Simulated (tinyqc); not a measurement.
Bandgap voltage reference from two bipolar transistors: one step of the calculation.

Two transistors of area 1 and N carry the same current I. Is(T) = Is (T/T0)^eta exp[(Vg0 q/kB)(1/T0 - 1/T)], VBE1 = Vt ln(I/Is(T)) + I rb, VBE2 = Vt ln(I/(N Is(T))) + I rb/N. The amplifier forces I R1(T) = VBE1 - VBE2 + Vos, with R(T) = R (1 + tc (T - T0)) for both resistors, and the output is Vref = VBE1 + I R2(T). Base currents and the Early effect are neglected.

Question. Operating point at the reference temperature. Vt = kB T/q; I = (Vt ln N + Vos)/(R1(T) - rb (1 - 1/N)). Evaluate at T = T0.

Parameters, values chosen for the exercise; values of the order met in silicon bipolar transistors:
- T0 = 300 K (reference temperature)
- Vg0 = 1.141 V (band-gap voltage extrapolated to 0 K)
- eta = 4.2 (temperature exponent of the saturation current)
- Is = 1.8e-16 A (saturation current of the unit transistor at T0)
- N = 15 (area ratio of the second transistor)
- R1 = 15 kohm (resistor across which the difference of VBE falls, at T0)
- tc = 0 ppm/K (temperature coefficient of both resistors)
- Vos = 0 mV (offset of the amplifier)
- rb = 64 ohm (series resistance of the unit transistor)
- R2 = 126.8 kohm (output resistor at T0)

Constants: q = 1.602176634e-19 C, kB = 1.380649e-23 J/K. Results are converted to the units shown.

Wanted: Vt; I; Is(T); VBE1; I R2; Vref.

Answer.

Vt = 0.02585 V
I = 4.686 uA
Is(T) = 1.800e-16 A
VBE1 = 0.6203 V
I R2 = 0.5942 V
Vref = 1.214 V

Numbers from tinyqc (`OMP_NUM_THREADS=1 python tinyqc.py 2062127 2062128 out.jsonl`; about 0.03 s on one thread of a shared Intel Xeon 2.30GHz).
